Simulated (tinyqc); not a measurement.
Modulation-doped quantum well, Poisson-Schroedinger loop: mixing schemes compared.

A well of width L centred at z = 0 between barriers Vb; effective-mass electrons, parabolic bands. The electrons come from donor sheets outside the mesh, a share fL of Ns on the left and the rest on the right, so the structure is neutral. Energies are counted from the band edge of the well, with U = 0 on the first node in the Hartree part.

V0 = 0 in the well and Vb outside, plus q Fz z (1 kV/cm = 1e-4 eV/nm).

Tridiagonal Hamiltonian with psi = 0 one step beyond both ends: H_ii = C (1/m_(i-1/2) + 1/m_(i+1/2))/hz^2 + V0_i + U_i, H_(i,i+1) = -C/(m_(i+1/2) hz^2), C = hbar^2/(2 m0). The lowest 2 level(s) are kept, normalised to hz sum |psi|^2 = 1.

Level k holds N_k = D_k Vt ln(1 + exp((EF - E_k)/Vt)) with D = md m0 q/(pi hbar^2) per eV (spin included); EF is fixed by sum N_k = Ns.

n_i = sum_k N_k |psi_k|^2 (converted to cm^-3). Hartree part by Gauss: on the interval after node i the enclosed sheet charge is S_i = fL Ns - hz sum_(j<=i) n_j, and U_(i+1) = U_i + q S_i hz/(eps0 eps_r) in eV, U_1 = 0. Mixing: U(new) = U + a (U(out) - U).

Rounds from U = 0 until the largest |U(out) - U| is below 1e-7 eV (the round that meets it is counted). Anderson mixing of depth m keeps the last m inputs V and residuals F = V(out) - V(in), fits c by least squares to F = dF c over their successive differences dF, dV, and sets V(new) = V + a F - (dV + a dF) c.

Values chosen for this exercise; material values those of a made-up well:
- T = 4.2 K (temperature)
- md = 0.0393 m0 (in-plane mass)
- Vb = 0.524 eV (barrier height)
- eps_r = 14.9 (relative permittivity (all layers))
- L = 7.56 nm (well width)
- hz = 0.84 nm (mesh step)
- Ns = 4e11 cm^-2 (sheet density of electrons)
- fL = 0 (share of the donors on the left side)
- Fz = -48 kV/cm (applied field along z)

Constants: q = 1.602176634e-19 C, kB = 1.380649e-23 J/K, hbar = 1.054571817e-34 J s, m0 = 9.1093837015e-31 kg, Vt = kB T/q, eps0 = 8.8541878128e-14 F/cm where lengths are in cm, hbar^2/(2 m0) = 0.0380998212 eV nm^2. Results are converted to the units shown.

z, node 1 to 17 (nm): -6.72  -5.88  -5.04  -4.2  -3.36  -2.52  -1.68  -0.84  0  0.84  1.68  2.52  3.36  4.2  5.04  5.88  6.72
mass on the intervals 1/2, 3/2, ... (mean of both at an interface) (m0): 0.0936  0.0936  0.0936  0.0936  0.0663  0.039  0.039  0.039  0.039  0.039  0.039  0.039  0.039  0.0663  0.0936  0.0936  0.0936  0.0936

Rounds needed:
```
a	depth m	rounds
1	plain	5
0.8	plain	9
0.6	plain	15
0.4	plain	26
0.2	plain	58
0.1	plain	120
0.5	2	7
0.5	4	6
0.5	8	6
```

Among the plain runs a = 1 is fastest, with 5 rounds: the response of the charge is weak enough that no damping is needed. Anderson mixing needs 6 to 7 rounds.

Program tinyqc, `OMP_NUM_THREADS=1 python tinyqc.py 2140110 2140111 out.jsonl`; Intel Xeon 2.30GHz, shared host, one thread, about 0.2 s.
